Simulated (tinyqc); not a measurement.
One-sided p+-n junction, ionisation integral and breakdown: two steps of the calculation.

A p+ layer at x < 0 and an n drift layer from x = 0. Depletion approximation, built-in voltage neglected. Local ionisation coefficients alpha_n = an exp(-(bn/E)^mx), alpha_p = ap exp(-(bp/E)^mx). Electrons move towards +x, holes towards x = 0.

Parameters, values chosen for the exercise; material values close to those of 4H silicon carbide: relative permittivity eps_r = 9.79; prefactor of the electron ionisation coefficient an = 1.88e8 1/cm; field constant for electrons bn = 3.07e7 V/cm; prefactor of the hole ionisation coefficient ap = 3.21e8 1/cm; field constant for holes bp = 2.62e7 V/cm; exponent mx = 1; donor density of the drift layer N = 8.1e16 cm^-3; reverse voltage V = 275 V; share of the depleted width that the grid covers fr = 0.4.

Constants: q = 1.602176634e-19 C, eps0 = 8.8541878128e-14 F/cm where lengths are in cm. Results are converted to the units shown.

Question 1. Field and ionisation coefficients on a grid. W = sqrt(2 eps0 eps_r V/(q N)), peak field E0 = q N W/(eps0 eps_r), falling linearly to 0 at W. Grid: 11 equal steps from 0 to fr W.

Give: W; x; E; alpha_n; alpha_p.

Answer 1.

W = 1.9167 um

| point | x (um) | E (kV/cm) | alpha_n (1/cm) | alpha_p (1/cm) |
|---|---|---|---|---|
| 0 | 0.00000 | 2869.5 | 4244.6 | 34773 |
| 1 | 0.06970 | 2765.2 | 2834.7 | 24638 |
| 2 | 0.13939 | 2660.9 | 1834.1 | 16992 |
| 3 | 0.20909 | 2556.5 | 1145.2 | 11368 |
| 4 | 0.27879 | 2452.2 | 687.02 | 7350.2 |
| 5 | 0.34849 | 2347.8 | 393.84 | 4571.6 |
| 6 | 0.41818 | 2243.5 | 214.38 | 2720.5 |
| 7 | 0.48788 | 2139.1 | 109.97 | 1539.0 |
| 8 | 0.55758 | 2034.8 | 52.681 | 821.23 |
| 9 | 0.62728 | 1930.4 | 23.306 | 409.44 |
| 10 | 0.69697 | 1826.1 | 9.3928 | 188.53 |
| 11 | 0.76667 | 1721.7 | 3.3907 | 79.019 |

Question 2. Ionisation integrals by the trapezoid rule. G(x) = integral from 0 to x of (alpha_n - alpha_p); I_n = integral of alpha_n exp(-G) (electrons injected at x = 0), I_p = integral of alpha_p exp(G(end) - G) (holes injected at the far edge); M = 1/(1 - I). All integrals by the trapezoid rule on the grid.

| point | x (um) | alpha_n (1/cm) | alpha_p (1/cm) |
|---|---|---|---|
| 0 | 0.00000000 | 4244.5866 | 34772.796 |
| 1 | 0.06969741 | 2834.6698 | 24638.085 |
| 2 | 0.13939483 | 1834.0786 | 16991.762 |
| 3 | 0.20909224 | 1145.2438 | 11368.336 |
| 4 | 0.27878965 | 687.02414 | 7350.2282 |
| 5 | 0.34848706 | 393.83952 | 4571.6137 |
| 6 | 0.41818448 | 214.38148 | 2720.5325 |
| 7 | 0.48788189 | 109.97305 | 1539.0281 |
| 8 | 0.55757930 | 52.680735 | 821.22859 |
| 9 | 0.62727671 | 23.305708 | 409.44123 |
| 10 | 0.69697413 | 9.3927766 | 188.52705 |
| 11 | 0.76667154 | 3.3906822 | 79.018601 |

Wanted: G; alpha_n exp(-G); I_n; I_p; M_n; M_p.

Answer 2.

| point | G | alpha_n exp(-G) (1e3 1/cm) |
|---|---|---|
| 0 | 0.0000 | 4.245 |
| 1 | -0.1824 | 3.402 |
| 2 | -0.3112 | 2.504 |
| 3 | -0.3996 | 1.708 |
| 4 | -0.4585 | 1.087 |
| 5 | -0.4962 | 0.647 |
| 6 | -0.5195 | 0.360 |
| 7 | -0.5333 | 0.187 |
| 8 | -0.5409 | 0.090 |
| 9 | -0.5449 | 0.040 |
| 10 | -0.5469 | 0.016 |
| 11 | -0.5478 | 0.006 |

I_n = 0.08480
I_p = 0.4673
M_n = 1.093
M_p = 1.877

Numbers from tinyqc (`OMP_NUM_THREADS=1 python tinyqc.py 2120142 2120143 out.jsonl`; about 0.06 s on one thread of a shared Intel Xeon 2.30GHz).
